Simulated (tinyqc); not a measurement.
Four methods from the same start: geometry relaxation of a small cluster. Computed by tinyqc, a small Python program. Command: `OMP_NUM_THREADS=1 python tinyqc.py 3005249 3005250 out.jsonl relax walk`. One thread of a shared host (Intel(R) Xeon(R) Processor @ 2.30GHz), about 0.02 s of CPU time with the checks.

E = sum_i {sum_j A exp(-p (r_ij/r0 - 1)) - xi sqrt(rho_i)}, rho_i = sum_j exp(-2 q (r_ij/r0 - 1)); the force on i is -sum_j w_ij (R_i - R_j)/r_ij with w_ij = -(2p/r0) A exp(-p (r_ij/r0 - 1)) + (xi q/r0) exp(-2 q (r_ij/r0 - 1)) (rho_i^(-1/2) + rho_j^(-1/2)).

Inputs (values chosen for the exercise, for model atoms): length r0 = 2.64 angstrom; repulsion A = 0.16 eV; hopping xi = 1.69 eV; decay p = 10.3; decay q = 3.37; step factor eta = 0.018 angstrom^2/eV; largest number of steps = 500.

Potential: Gupta. Method: conjugate gradient.

starting positions (angstrom), rows atom 1, atom 2, atom 3, atom 4, atom 5, columns x, y, z:
$$\begin{pmatrix}
-0.04 & 0.04 & -0.04 \\
2.61 & -0.13 & -0.18 \\
1.11 & 2.09 & -0.02 \\
1.3 & 0.87 & 2.1 \\
1.16 & 0.74 & -2.07
\end{pmatrix}$$

Method:
- Conjugate gradient (Polak-Ribiere): d = F + beta d(old), beta = max(0, F.(F - F(old))/|F(old)|^2), d = F at first; step length from one secant, s = eta (F.d)/(F.d - F(R + eta d).d), replaced by eta if that is not positive; R(new) = R + s d.
- No atom moves more than 0.3 angstrom a step (the whole step is scaled). Stop when the largest force component is below 1e-5 eV/angstrom.
- Hessian at the final positions by central differences of the forces; six eigenvalues vanish (translations and rotations). Steepest descent is stable for eta below 2/lambda_max and contracts the softest mode by 1 - eta lambda_min a step.
- Steepest descent: R(new) = R + eta F.
- BFGS: R(new) = R + B F with the inverse Hessian B = eta 1 at first; with s = R(new) - R, y = F - F(new), rho = 1/(y.s): B(new) = (1 - rho s y^T) B (1 - rho y s^T) + rho s s^T, skipped if y.s is not positive.
- FIRE with unit mass: if F.v > 0, v = (1 - a) v + a |v| F/|F|, and after more than 5 such steps in a row dt = min(1.1 dt, 5 dt0), a = 0.99 a; else v = 0, a = 0.1, and dt = dt/2 (not at the first step). Then v = v + dt F, R(new) = R + dt v. dt0 = sqrt(eta), a = 0.1 at first.
- In this comparison each method may take up to 1500 steps.

contraction of the softest mode = 0.955692

non-zero eigenvalues (eV/angstrom^2): [2.4616, 2.4616, 6.5487, 8.1527, 8.1527, 10.9690, 10.9690, 21.4957, 32.5358]

condition number = 13.2176

Cost:
```
method              steps  force calls  final E (eV)  calls to reach 1e-2
steepest descent      215          216       -14.425                   63
conjugate gradient     22           45       -14.425                   25
BFGS                   35           36       -14.425                   18
FIRE                  121          122       -14.425                   54
```

What does the comparison show, and why?

In force calls the order is BFGS (36), conjugate gradient (45), FIRE (122), steepest descent (216). All that converged end at the same energy. Near the minimum steepest descent multiplies the slowest mode by 0.956 in size a step, 51 steps a decade of force, at a condition number of 13.2. It is the dearest here: the others use earlier steps to learn the curvature or to build momentum along soft directions.

Extremes, crossings and ranges named in words are read from the listed rows.
